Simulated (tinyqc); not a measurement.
Active against total: solid solubility of a dopant against its melt (retrograde solidus), clustering and the electrically active fraction. Computed by tinyqc, a small Python program. Command: `OMP_NUM_THREADS=1 python tinyqc.py 3002056 3002057 out.jsonl retro walk`. One thread of a shared host (Intel(R) Xeon(R) Processor @ 2.30GHz), about 0.01 s of CPU time with the checks.

Inputs (values chosen for the exercise, for a model dopant): atoms per cluster m = 3; cluster scale N* at 1273 K = 5.5e+20 1/cm^3; activation energy E_b of the cluster scale = 0.49 eV; anneal temperature T_a = 1225 K.

Clustering: clusters of m atoms, electrons left out.

Constants: k_B = 8.617333262e-05 eV/K.

Method. A highly soluble donor (another dopant than that of the solidus) is limited by clustering. Donors N_a are active, and clusters hold m atoms each: N_t = N_a + m C, m C = N* (N_a/N*)^m, with N*(T) = N*(1273 K) exp[-(E_b/k_B)(1/T - 1/1273)].

Active density (1/cm^3):
```
N_t (1/cm^3)  N_a at T_a  fraction  N_a at T_a + 150 K  N_a at T_a - 150 K
1.00e+19      9.9953e+18   0.99953          9.9983e+18          9.9830e+18
3.00e+19      2.9875e+19   0.99583          2.9954e+19          2.9558e+19
1.00e+20      9.5867e+19   0.95867          9.8378e+19          8.8231e+19
2.00e+20      1.7490e+20   0.87450          1.8857e+20          1.4632e+20
5.00e+20      3.3055e+20   0.66111          3.9499e+20          2.4574e+20
1.00e+21      4.8028e+20   0.48028          6.1111e+20          3.3805e+20
2.00e+21      6.5877e+20   0.32939          8.7163e+20          4.4900e+20
5.00e+21      9.5202e+20   0.19040          1.2955e+21          6.3397e+20
```

What follows from these numbers?

The exponent d ln N_a/d ln N_t falls from 1.00 to 0.40, towards 1/m = 0.333. At the highest dose a 150 K hotter anneal gives 1.36 times the active density, and a later step 150 K cooler would cut it to 0.67 if it ran to equilibrium: short hot anneals come last. For ionised donors far above n_i the electrons enter the mass action too and halve the limiting exponent.

Extremes, crossings and ranges named in words are read from the listed rows.
